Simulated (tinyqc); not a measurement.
Resistance of a source-drain extension with a graded tip: abruptness at a fixed junction position.

y runs along the channel, the gate covers y > 0. The doping is N0 for y < y0 and N0 10^(-(y - y0)/la) beyond, uniform over the depth xj. Sheet conductance s(y) = q mu(N) max(N - Nch, 0) xj + (for y > 0) ma Cox Vo, with mu(N) = u0 + (u1 - u0)/(1 + (N/Nr)^au) and Cox = eps0 eox/tox. Current is taken as one-dimensional; depletion of the tip, spreading and the contact are left out. The metallurgical junction lies at yj, where N = Nch.

R_spacer = integral of dy/s from -Ls to 0, R_ov from 0 to yj, R_channel = (Lg - 2 yj)/(ma Cox Vo), R_total = 2 R_spacer + 2 R_ov + R_channel. Electrical length L_eff = ma Cox dR_total/d(1/Vo); R_series = R_total - L_eff/(ma Cox Vo). y0 is moved with la so that yj stays at 13.837 nm.

Inputs (values chosen for the exercise); mobility law close to that of electrons in silicon: relative permittivity of the gate insulator (close to aluminium oxide) eox = 9.05; insulator thickness tox = 2.6 nm; active doping of the extension far from the gate N0 = 6.7e19 cm^-3; depth of the extension xj = 13 nm; channel doping Nch = 2.2e18 cm^-3; spacer length Ls = 21 nm; gate overdrive Vo = 0.41 V; mobility of the gate-induced layer ma = 250 cm^2/(V s); mobility at low doping u1 = 1414 cm^2/(V s); mobility at high doping u0 = 68.5 cm^2/(V s); reference doping Nr = 9.2e16 cm^-3; exponent au = 0.711; gate length Lg = 90 nm.

Constants: q = 1.602176634e-19 C, eps0 = 8.8541878128e-14 F/cm where lengths are in cm. Results are converted to the units shown.

The same in every row: yj (nm) = 13.84; R_channel (ohm um) = 197.3.

Abruptness at a fixed junction position:
```
la (nm/decade)  R_spacer (ohm um)  R_ov (ohm um)  R_total (ohm um)  L_eff (nm)  R_series (ohm um)
1                           19.26          11.55             258.9       64.76              53.93
2.3                         19.26          13.78             263.4       66.10              54.13
3.6                         19.26          16.01             267.8       67.44              54.34
4.9                         19.26          18.24             272.3       68.79              54.54
6.1                         19.26          20.30             276.4       70.03              54.73
7.4                         19.26          22.52             280.9       71.37              54.93
8.7                         19.26          24.75             285.3       72.71              55.14
10                          19.36          26.92             289.9       74.04              55.49
```

As la goes from 1 to 10 nm/decade, R_total rises from 259 to 290 ohm um, R_spacer rises from 19.3 to 19.4 ohm um and R_ov rises from 11.6 to 26.9 ohm um. R_total changes on average by 3.44 ohm um for each nm/decade. L_eff exceeds the metallurgical length by 2.43 nm in the first row and 11.7 nm in the last, since the gate also controls the lightly doped tips.

tinyqc, about 0.03 s, one thread, Intel Xeon 2.30GHz (shared host): `OMP_NUM_THREADS=1 python tinyqc.py 2282156 2282157 out.jsonl`
